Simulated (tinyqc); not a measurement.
Pump-down curve: gas flow in a process chamber: flow regimes, conductance, effective pumping speed, pump-down, outgassing and purge. Computed by tinyqc, a small Python program. Command: `OMP_NUM_THREADS=1 python tinyqc.py 3121408 3121409 out.jsonl pump walk`. One thread of a shared host (Intel(R) Xeon(R) Processor @ 2.30GHz), about 0.07 s of CPU time with the checks.

Ideal gas, isothermal flow, a pump of constant speed at the end of a round pipe; process gas, volume gas and outgassing are given the same properties. 1 sccm = 101325 Pa x 1e-6 m^3/60 s x T/273.15 K.

Inputs (values chosen for the exercise, modelled on nitrogen near room temperature):

| quantity | value | unit |
|---|---|---|
| molar mass M | 28.01 | g/mol |
| molecular diameter | 0.37 | nm |
| viscosity eta | 17.8 | micropascal s |
| temperature T | 293 | K |
| chamber volume V | 260 | L |
| wall area | 0.3 | m^2 |
| pipe diameter d | 10 | cm |
| pipe length l | 48 | cm |
| pump speed S | 98 | L/s |
| outgassing rate after 1 h | 3.2e-06 | Pa m^3/(s m^2) |
| outgassing exponent n | 0.99 | - |
| starting pressure p0 | 1200 | Pa |

Constants: k_B = 1.380649e-23 J/K; u = 1.6605390666e-27 kg.

Method:
- Mean speed c = sqrt(8 k_B T/(pi m)); aperture conductance C_a = c pi d^2/16; molecular pipe C_m = C_a/(1 + 3 l/(4 d)) (Dushman form); viscous pipe C_v = pi d^4 p_mean/(128 eta l); Knudsen interpolation C = C_v + C_m (1 + x)/(1 + 1.24 x), x = d p_mean sqrt(m/(k_B T))/eta.
- Effective speed 1/S_eff = 1/S + 1/C_m; time constant V/S_eff; pressure at which the free path k_B T/(sqrt2 pi d_m^2 p) equals d.
- Pump-down: V dp/dt = -S_eff(p) p + q(t) A, with S_eff = S p_2/p, where p_2 solves C((p + p_2)/2) (p - p_2) = S p_2 at each moment, and q(t) = q_1 (1 h/(t + 10 s))^n; integrated adaptively. At long times p = q(t) A/S_eff.
- S_eff(p) is tabulated at 260 pressures and interpolated in ln p. Comparison columns: p0 exp(-t/time constant) with the molecular S_eff (0 below 1e-26 p0), and the outgassing limit.

time constant = 3.94737 s

S_eff in molecular flow = 65.8667 L/s

Pressure against time:

| t (s) | p (Pa) | S_eff (L/s) | volume gas only (Pa) | outgassing limit (Pa) |
|---|---|---|---|---|
| 0.3 | 1.0717e+03 | 97.969 | 1.1122e+03 | 4.8044e-03 |
| 1 | 8.2327e+02 | 97.959 | 9.3145e+02 | 4.5016e-03 |
| 3 | 3.8757e+02 | 97.914 | 5.6120e+02 | 3.8154e-03 |
| 10 | 2.8015e+01 | 96.836 | 9.5273e+01 | 2.4907e-03 |
| 30 | 6.2145e-02 | 65.150 | 6.0054e-01 | 1.2540e-03 |
| 100 | 4.7854e-04 | 65.840 | 1.1941e-08 | 4.6064e-04 |
| 300 | 1.6732e-04 | 65.857 | 0 | 1.6516e-04 |
| 1000 | 5.1496e-05 | 65.864 | 0 | 5.1294e-05 |
| 3600 | 1.4551e-05 | 65.866 | 0 | 1.4535e-05 |
| 20000 | 2.6681e-06 | 65.867 | 0 | 2.6675e-06 |
| 100000 | 5.4240e-07 | 65.867 | 0 | 5.4238e-07 |

From t = 100 s on the pressure is within 20 % of the outgassing limit, which falls only as (t + 10 s)^-0.99: walls, not volume, set the time to base pressure. Early on viscous flow raises S_eff to 98.0 L/s, 1.5 times its molecular value.
